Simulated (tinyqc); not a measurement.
Cyclotron resonance of ellipsoidal valleys, Si type: sweeps and comparisons. A value that a table varies takes the place of the one given here.

Valleys along [100], [010], [001] (each with its opposite partner), mass ml along the axis and mt across it. B lies in the (1-10) plane, b = (sin(theta)/sqrt2, sin(theta)/sqrt2, cos(theta)). For the angle phi between B and the axis, 1/mc^2 = cos^2(phi)/mt^2 + sin^2(phi)/(mt ml). Resonance: h nu = 2 muB B/mc, h = 2 pi hbar.

Constants: hbar = 6.58211957e-16 eV s; muB = 5.788381798e-05 eV/T.

Values chosen for the exercise (near those of Si; not measured data): ml = 0.911 m0 (longitudinal mass); mt = 0.198 m0 (transverse mass); ths = (0, 15, 30, 45, 60, 75, 90) degrees (angles); g1 = 4.27 (Luttinger gamma1); g2 = 0.34 (gamma2); g3 = 1.45 (gamma3); theta = 80 degrees (angle of B from [001] towards [110]); nu = 24 GHz (microwave frequency).

## Rotating the field

mc against theta; [100] and [010] stay equal in this plane.

Cyclotron masses (m0):

| theta (degrees) | [100] | [001] |
|---|---|---|
| 0 | 0.4247 | 0.1980 |
| 15 | 0.4012 | 0.2034 |
| 30 | 0.3527 | 0.2208 |
| 45 | 0.3081 | 0.2538 |
| 60 | 0.2770 | 0.3081 |
| 75 | 0.2594 | 0.3812 |
| 90 | 0.2538 | 0.4247 |

What can be read from the table?

All valleys give one line at theta = 54.7 degrees, B along [111], with mc = 0.2863. The [001] pair goes from mt to sqrt(ml mt), a factor 2.14; the other four only fall from sqrt(ml mt) to 0.2538, since their angle to B never drops below 45 degrees.

## Heavy and light holes (cyclotron masses of warped hole bands)

E = c k^2 f(n) with f = g1 -/+ 2 sqrt(g2^2 + 3 (g3^2 - g2^2)(nx^2 ny^2 + ny^2 nz^2 + nz^2 nx^2)). For the orbit through k = 0 perpendicular to b = (sin(theta)/sqrt2, sin(theta)/sqrt2, cos(theta)), mc is the mean of 1/f over the directions n in that plane (180 evenly spaced angles). Quantum effects of the lowest levels are left out.

Cyclotron masses (m0):

| theta (degrees) | heavy | light |
|---|---|---|
| 0 | 0.4213 | 0.1682 |
| 15 | 0.4502 | 0.1624 |
| 30 | 0.5158 | 0.1534 |
| 45 | 0.5676 | 0.1480 |
| 60 | 0.5745 | 0.1473 |
| 75 | 0.5612 | 0.1508 |
| 90 | 0.5527 | 0.1546 |

How do the results move?

The heavy mass varies by 36 % over the table, with its largest listed value at 60 degrees ([111] lies at 54.7) and its smallest at 0; the light mass varies by 14.2 %. The warping term enters both with the same size, but it is set against a small inverse mass in one and a large one in the other (along [111], g1 - 2 g3 = 1.37 and g1 + 2 g3 = 7.17).

## What each parameter does

Resonance fields B = h nu mc/(2 muB) of the valleys [100] and [001]. Each row changes one parameter from the base and keeps the others.

Results:

| case | [100] (T) | [001] (T) |
|---|---|---|
| base | 0.2197 | 0.3458 |
| ml = 1.048 m0 | 0.2225 | 0.3675 |
| mt = 0.218 m0 | 0.2397 | 0.3650 |
| theta = 84 degrees | 0.2184 | 0.3572 |
| nu = 26.4 GHz | 0.2417 | 0.3804 |

How do the results move?

The largest shifts from the base row, up to three for each result and ties (the steps differ in size, so this ranks the rows, not the parameters). [100] (T): nu +0.0220, mt +0.0199, ml +0.0027. [001] (T): nu +0.0346, ml +0.0217, mt +0.0191.

(tinyqc, `OMP_NUM_THREADS=1 python tinyqc.py 1282771 1282772 out.jsonl`, Intel(R) Xeon(R) Processor @ 2.30GHz, 1 thread, shared host, about 0.01 s.)
